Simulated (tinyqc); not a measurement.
Surface potential of a MOS transistor: implicit equation and explicit approximations: two steps of the calculation.

p-type body, charge-sheet picture, depletion and inversion only, full ionisation (an idealisation for deep acceptors), Boltzmann statistics (rough once Na exp(x - xn) passes about Nc/7). In units of Vt: xg = (Vg - Vfb)/Vt, x = psi/Vt, G = gamma/sqrt(Vt), xn = (2 phiF + Vc)/Vt. The implicit equation is (xg - x)^2 = G^2 [x - 1 + exp(x - xn)] for x above about 3. Cox = eps0 eox/tox.

Parameters, values chosen for the exercise; band and dielectric values close to those of silicon:
```
symbol  value  unit                                                                 meaning
T         400     K                                                             temperature
eox       3.9        relative permittivity of the gate insulator (close to silicon dioxide)
tox       1.4    nm                                                     insulator thickness
Vc        0.2     V                                                    channel-body voltage
```

Constants: q = 1.602176634e-19 C, kB = 1.380649e-23 J/K, Vt = kB T/q, eps0 = 8.8541878128e-14 F/cm where lengths are in cm. Results are converted to the units shown.

Question 1. New x. D = exp(x - xn), f = (xg - x)^2 - G^2 (x - 1 + D), f' = -2 (xg - x) - G^2 (1 + D), x(new) = x - f/f'.

x at the start = 27.44
G = 1.3782448
xn = 30.897679
xg = 34.523441

Wanted: D; f; f'; x after iteration 1.

Answer 1.

D = 0.03150
f = -0.1090
f' = -16.13
x after iteration 1 = 27.43

Question 2. Potential, charges and gate control. psi = Vt x; N_dep = Cox Vt G sqrt(x - 1)/q; N_inv = (Cox Vt G/q) [sqrt(x - 1 + exp(x - xn)) - sqrt(x - 1)]; dpsi/dVg = 1/[1 + G^2 (1 + exp(x - xn))/(2 (xg - x))].

converged x = 27.433241
G = 1.3782448
xn = 30.897679
xg = 34.523441

Give: psi; N_dep; N_inv; dpsi/dVg.

Answer 2.

psi = 0.94561 V
N_dep = 3.7602e12 cm^-2
N_inv = 2.2249e9 cm^-2
dpsi/dVg = 0.87862

psi lies 3.5 Vt below 2 phiF + Vc.

tinyqc, about 0.01 s, one thread, Intel Xeon 2.30GHz (shared host): `OMP_NUM_THREADS=1 python tinyqc.py 2122110 2122111 out.jsonl`
